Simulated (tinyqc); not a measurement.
Which pair of peaks is best: composition and strain of an epitaxial Si(1-x)Ge(x) layer from Raman and X-ray peaks. Computed by tinyqc, a small Python program. Command: `OMP_NUM_THREADS=1 python tinyqc.py 3018229 3018230 out.jsonl epiraman walk`. One thread of a shared host (Intel(R) Xeon(R) Processor @ 2.30GHz), about 0.01 s of CPU time with the checks.

A (001) layer, biaxially strained in the plane. The Raman peaks follow empirical lines omega = w0 + c1 x + c3 x^3 + b eps (c3 for Si-Ge alone), with eps the in-plane strain.

Inputs (values chosen for the exercise, modelled on silicon-germanium):

| quantity | value | unit |
|---|---|---|
| Ge fraction x | 0.48 | - |
| Si-Si: c1 | -67 | 1/cm |
| Si-Si: strain coefficient b | -711 | 1/cm |
| Si-Ge: c1 | 24.5 | 1/cm |
| Si-Ge: c3 | -36.1 | 1/cm |
| Si-Ge: strain coefficient b | -533 | 1/cm |
| Ge-Ge: c1 | 19.9 | 1/cm |
| Ge-Ge: strain coefficient b | -455 | 1/cm |
| uncertainty of a Raman peak | 0.05 | 1/cm |

Substrate: silicon.

Method. For each pair invert J = [d omega/dx, d omega/d eps] at the true x. Independent errors of the given size in both peaks give sigma_x and sigma_eps = uncertainty x (norm of the rows of the inverse of J).

Error propagation:

| pair | det J | sigma_x | sigma_eps (per mille) |
|---|---|---|---|
| Si-Si and Si-Ge | 35.389 | 0.0012555 | 0.094663 |
| Si-Si and Ge-Ge | 44.6339 | 9.4561e-04 | 0.078296 |
| Si-Ge and Ge-Ge | 10.813 | 0.0032407 | 0.092047 |

What does the comparison show, and why?

The pair Si-Si and Ge-Ge fixes x best (sigma_x = 9.5e-4) and Si-Ge and Ge-Ge worst (0.0032), a factor 3.4. Strain moves all peaks the same way, so a good pair needs different ratios of composition slope to strain coefficient, best of opposite sign; the slopes here are -67, -0.5 and 19.9 per cm for Si-Si, Si-Ge and Ge-Ge. Errors in the coefficients themselves are not counted.

Extremes, crossings and ranges named in words are read from the listed rows.
